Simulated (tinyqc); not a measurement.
What moves the results of Methfessel-Paxton (first order) smearing: smearing for a one-band metal on the simple cubic lattice.

Lattice vectors (units of a): a1 = (1, 0, 0), a2 = (0, 1, 0), a3 = (0, 0, 1). E(k) = -t A_1(k) - t2 A_2(k), A_m the sum of cos(k . R) over the 6 nearest and 12 second lattice vectors. Mesh k = sum (j_i/N) b_i, j_i = 0 .. N-1.

With x = (E_k - mu)/sigma: Methfessel-Paxton (first order) f = erfc(x)/2 - x exp(-x^2)/(2 sqrt(pi)), s = (1 - 2 x^2) exp(-x^2)/(4 sqrt(pi)). With weights w = points/N^d (d the dimension), mu solves 2 sum w f = ne; E = 2 sum w f E_k, S = 2 sum w s, F = E - sigma S.

Inputs chosen for the exercise:
```
symbol  value  unit  meaning
t       0.91   eV    nearest hopping
t2      0.03   eV    second hopping
ne      1            electrons per cell
N       6            unshifted mesh
sigma   0.455  eV    width
```

All sums formed anew.

One parameter was then changed.

Results before and after:
```
case     mu (eV)   E (eV)        S   F (eV)
base      0.0930  -1.8250   0.0188  -1.8336
changed   0.4659  -1.8203  -0.0254  -1.8087
```

Which of these changes was made? (a) t = 1.001 eV; (b) N = 12; (c) sigma = 0.91 eV; (d) t2 = 0.121 eV; (e) ne = 1.1.

Answer: (e) ne = 1.1. Of the candidates, run in turn, only this one gives the changed row.

All candidates:
```
case             mu (eV)   E (eV)        S   F (eV)
base              0.0930  -1.8250   0.0188  -1.8336
N = 12            0.0740  -1.8173   0.0126  -1.8230
sigma = 0.91 eV   0.0842  -1.8423  -0.0120  -1.8314
ne = 1.1          0.4659  -1.8203  -0.0254  -1.8087
t2 = 0.121 eV     0.3754  -1.8265   0.0137  -1.8327
t = 1.001 eV      0.0917  -2.0048   0.0245  -2.0159
```

Program tinyqc; command `OMP_NUM_THREADS=1 python tinyqc.py 1652189 1652190 out.jsonl`; about 0.3 s on one thread of a shared Intel(R) Xeon(R) Processor @ 2.30GHz.
